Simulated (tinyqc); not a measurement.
UHF in the sto-6g basis, for H4, spin multiplicity 3, step by step. One step of it, computed by the program tinyqc.

Task: Orthogonalisation. S = U s U^T; symmetric (Loewdin) form X = U s^(-1/2) U^T, so that X^T S X = 1.

overlap S, order 1H 1s, 2H 1s, 3H 1s, 4H 1s:
```
[[1.000000, 0.462746, 0.070334, 0.047567],
 [0.462746, 1.000000, 0.047567, 0.070334],
 [0.070334, 0.047567, 1.000000, 0.462746],
 [0.047567, 0.070334, 0.462746, 1.000000]]
```

Give: eigenvalues of S; X.

Result:

eigenvalues of S: [0.514, 0.560, 1.345, 1.581]

X, order 1H 1s, 2H 1s, 3H 1s, 4H 1s:
```
[[1.097, -0.268, -0.031, -0.002],
 [-0.268, 1.097, -0.002, -0.031],
 [-0.031, -0.002, 1.097, -0.268],
 [-0.002, -0.031, -0.268, 1.097]]
```
